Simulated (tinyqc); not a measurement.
Worked calculation: plane-wave Kohn-Sham cycle with exchange-only LDA in a layered model solid. One step of it, computed by the program tinyqc.

Question. Iteration 1: potential. V_H(G) = 4 pi rho(G)/G^2 for G != 0 (uniform background); v_x = -(3 rho/pi)^(1/3); V = V_ext + V_H + v_x; Fourier components f(G_m) = (1/N) sum_j f(x_j) exp(-i G_m x_j).

A solid whose potential varies along x alone (atomic units):
```
parameter                      value
period a                    8.500000
cross-section of the cell  38.000000
electrons per cell                 4
grid points                       16
plane waves -n..n, n               2
k points                           3
V1 in V1 cos(2 pi x/a)     -0.270000
```

density at the start, on the grid x_j = j a/N (e/bohr^3): [0.01238390, 0.01238390, 0.01238390, 0.01238390, 0.01238390, 0.01238390, 0.01238390, 0.01238390, 0.01238390, 0.01238390, 0.01238390, 0.01238390, 0.01238390, 0.01238390, 0.01238390, 0.01238390]

Give: Potentials on the grid; V(G_m), m = 0, 1, 2, ....

Answer.

Potentials on the grid (hartree):
```
x         V_ext     V_H      v_x        V
0.0000  -0.2700  0.0000  -0.2278  -0.4978
0.5312  -0.2494  0.0000  -0.2278  -0.4773
1.0625  -0.1909  0.0000  -0.2278  -0.4187
1.5938  -0.1033  0.0000  -0.2278  -0.3312
2.1250        0  0.0000  -0.2278  -0.2278
2.6562   0.1033  0.0000  -0.2278  -0.1245
3.1875   0.1909  0.0000  -0.2278  -0.0369
3.7188   0.2494  0.0000  -0.2278   0.0216
4.2500   0.2700  0.0000  -0.2278   0.0422
4.7812   0.2494  0.0000  -0.2278   0.0216
5.3125   0.1909  0.0000  -0.2278  -0.0369
5.8438   0.1033  0.0000  -0.2278  -0.1245
6.3750        0  0.0000  -0.2278  -0.2278
6.9062  -0.1033  0.0000  -0.2278  -0.3312
7.4375  -0.1909  0.0000  -0.2278  -0.4187
7.9688  -0.2494  0.0000  -0.2278  -0.4773
```

V(G_m), m = 0, 1, 2, ... (hartree): [-0.2278, -0.1350, 0.0000, 0.0000, 0.0000]
